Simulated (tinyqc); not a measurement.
Capacitance measurement on a leaky thin oxide: effects of series resistance and leakage: readings against frequency.

The device is a capacitance C in parallel with a leakage conductance G, in series with Rs and Ls. An impedance meter reports either a parallel pair (Cp, Gp) from Y = 1/Z = Gp + i w Cp or a series pair (Cs, Rm) from Z = Rm + 1/(i w Cs); w = 2 pi f, dissipation D = Gp/(w |Cp|).

EOT = 3.9 tox/eox; CET = EOT + zc + zp; C = 3.9 eps0 A/CET; G = Jg A/Vs. Z = Rs + i w Ls + 1/(G + i w C); CET read from Cp = 3.9 eps0 A/Cp; errors under 0.001 % are printed as 0.

Inputs (values chosen for the exercise); values of the order met in thin-oxide MOS capacitors:
- eox = 21.7 (relative permittivity of the gate insulator (close to hafnium oxide))
- tox = 8.1 nm (insulator thickness)
- A = 10000 um^2 (gate area)
- zc = 0.54 nm (oxide-equivalent thickness added by the accumulation layer)
- zp = 0 nm (oxide-equivalent thickness added by gate depletion)
- Jg = 0.00037 A/cm^2 (gate leakage current density, not matched to the thickness)
- Vs = 0.31 V (voltage for an e-fold rise of the leakage)
- Rs = 31 ohm (series resistance)
- Ls = 0 nH (series inductance)

Constants: eps0 = 8.8541878128e-14 F/cm where lengths are in cm. Results are converted to the units shown.

The same in every row: C (pF) = 173.0.

Result of one run:
```
f (Hz)  Cp (pF)  Cs (pF)      D  error of Cp (%)  error of Cs (%)  CET read from Cp (nm)
3e7       85.56    173.0  1.011            -50.5                0                  4.036
```

What becomes of these results when the measuring frequency f is changed from 3e7 to 3e5 Hz, all else the same?

Result of the changed run:
```
f (Hz)  Cp (pF)  Cs (pF)        D  error of Cp (%)  error of Cs (%)  CET read from Cp (nm)
3e5       173.0    173.0  0.01048          -0.0110                0                  1.996
```

The whole series:
```
f (Hz)  Cp (pF)  Cs (pF)         D  error of Cp (%)  error of Cs (%)  CET read from Cp (nm)
1000      173.0    175.1    0.1098                0             1.21                  1.996
3000      173.0    173.3   0.03670                0            0.134                  1.996
10000     173.0    173.0   0.01132                0           0.0121                  1.996
30000     173.0    173.0  0.004671                0          1.34e-3                  1.996
1e5       173.0    173.0  0.004468         -1.88e-3                0                  1.996
3e5       173.0    173.0   0.01048          -0.0110                0                  1.996
1e6       172.8    173.0   0.03381           -0.114                0                  1.998
3e6       171.3    173.0    0.1011            -1.01                0                  2.016
1e7       155.4    173.0    0.3370            -10.2                0                  2.222
3e7       85.56    173.0     1.011            -50.5                0                  4.036
```

D goes from 0.110 through a minimum of 0.00447 (at f = 1e5 Hz among the rows listed) to 1.01; without inductance its minimum lies at f = sqrt(G (1 + G Rs)/Rs)/(2 pi C) = 57100 Hz. The error of Cp goes from 0 to -50.5 % and that of Cs from 1.21 to 0 %; at low frequency Cp tends to C/(1 + G Rs)^2 and Cs grows as 1 + (G/(w C))^2. One of the two readings is within 2 % of C for f = 1000, 3000, 10000, 30000, 1e5, 3e5, 1e6, 3e6, 1e7, 3e7 Hz. For f = 3e7 D exceeds 1, where the accuracy of real meters degrades in proportion to sqrt(1 + D^2).

tinyqc, about 0.01 s, one thread, Intel Xeon 2.30GHz (shared host): `OMP_NUM_THREADS=1 python tinyqc.py 2022051 2022052 out.jsonl`
